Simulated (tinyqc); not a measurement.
Worked calculation: Brillouin zone and empty-lattice bands of the hcp structure. Values are carried at full precision from step to step, so a last printed digit may differ when a step is redone from the rounded ones.

Primitive vectors a1 = a (1,0,0), a2 = a (-1/2, sqrt3/2, 0), a3 = (0,0,c); atoms at 0 and a1/3 + 2 a2/3 + a3/2. Reciprocal vectors obey a_i.b_j = 2 pi delta_ij; k is given in units of 2 pi/a. Empty-lattice levels are c0 (2 pi/a)^2 |k + G|^2, c0 = hbar^2/2m0. Points: M = (1/2, 1/(2 sqrt3), 0), K = (2/3, 0, 0), A = (0, 0, a/2c), L = M + A, H = K + A.

Constants: hbar^2/2m0 = 3.80998211 eV angstrom^2; a0 (Bohr radius) = 0.5291772105 angstrom.

Values chosen for the exercise (lattice near that of Mg; shifted at random, so the results belong to these values and not to a real crystal):
- a = 3.208 angstrom (lattice constant)
- ca = 1.609 (c/a)
- Z = 2 (free electrons per atom)
- V1 = -1.02 eV (atomic form factor on the shell that bounds the zone)

## Reciprocal lattice

Give b1, b2, b3, the cell volume, the zone volume (2 pi)^3/V and the energy unit c0 (2 pi/a)^2.

b1, b2, b3 as rows (2 pi/a):
```
[[1.0000, 0.5774, 0.0000],
 [0.0000, 1.1547, 0.0000],
 [0.0000, 0.0000, 0.6215]]
```

cell volume = 46.003 angstrom^3
zone volume = 5.3920 1/angstrom^3
energy unit = 14.6155 eV

## Shells of G and Bragg planes

List the first six shells of G with their number, the structure factor |sum over atoms of exp(i G.tau)|/(atoms per cell), and the distance |G|/2 of the Bragg plane from Gamma.

Shells:
```
|G|^2 ((2 pi/a)^2)  number  structure factor  |G|/2 (2 pi/a)
0.3863                   2            0.0000          0.3108
1.3333                   6            0.5000          0.5774
1.5451                   2            1.0000          0.6215
1.7196                  12            0.8660          0.6557
2.8784                  12            0.5000          0.8483
3.4764                   2            0.0000          0.9323
```

The structure factor vanishes at |G|^2 = 0.386 and 3.476: no first-order gap opens on those planes.

## The free-electron sphere

n = 2 Z/V, kF = (3 pi^2 n)^(1/3), EF = c0 kF^2, rs = (3/(4 pi n))^(1/3)/a0; compare kF with |k| of the points on the zone surface.

n = 0.08695 1/angstrom^3
kF = 0.6998 2 pi/a
EF = 7.157 eV
rs = 2.646

Points:
```
point  |k| (2 pi/a)  kF/|k|  lowest level (eV)  levels below EF
M            0.5774   1.212              4.872                2
K            0.6667   1.050              6.496                3
A            0.3108   2.252              1.411                2
L            0.6557   1.067              6.283                4
H            0.7355   0.951              7.907                0
```

The sphere passes beyond M, K, A and L but not H: electrons spill into higher bands while the corners of the first zone stay empty.

## Empty-lattice levels at Gamma, L and K

Give the five lowest values of |k + G|^2 with their degeneracy (spin not counted).

Levels:
```
point  |k + G|^2  degeneracy  E (eV)
Gamma     0.0000           1   0.000
Gamma     0.3863           2   5.645
Gamma     1.3333           6  19.487
Gamma     1.5451           2  22.582
Gamma     1.7196          12  25.133
L         0.4299           4   6.283
L         1.0966           4  16.027
L         1.2024           4  17.574
L         1.8691           4  27.318
L         2.4299           8  35.514
K         0.4444           3   6.496
K         0.8307           6  12.141
K         1.7778           3  25.983
K         1.9895           6  29.078
K         2.1640           6  31.629
```

The lowest level is 4-fold at L and 3-fold at K: as many zones meet there, and these are the lowest sets at these points on which a weak potential acts. On the face A-H-L of hcp the levels stay paired: the structure factor of (0001) vanishes, and without spin-orbit coupling the screw axis with time reversal keeps the pairing to all orders.

## The gap at M

At M two waves k and k - G with G = 2k are degenerate at E0. With V = |V1| x structure factor of G the levels are E0 -/+ V, and the masses normal to the face are 1/(1 -/+ 2 E0/V).

structure factor = 0.5000
E0 = 4.872 eV

levels (eV): [4.362, 5.382]

masses normal to the face, lower and upper (m0): [-0.0552, 0.0497]

EF of the free sphere, 7.16 eV, lies above the gap: the upper band holds electrons here (EF = c0 (3 pi^2 n)^(2/3) for 4 electrons a cell; its shift by the potential is neglected).

## Checks

- a_i.b_j/(2 pi) against the unit matrix: they agree to 1e-10 or better.

Run: tinyqc, `OMP_NUM_THREADS=1 python tinyqc.py 1880655 1880656 out.jsonl`; Intel(R) Xeon(R) Processor @ 2.30GHz, one thread, shared host; about 0.02 s of CPU time with all checks.
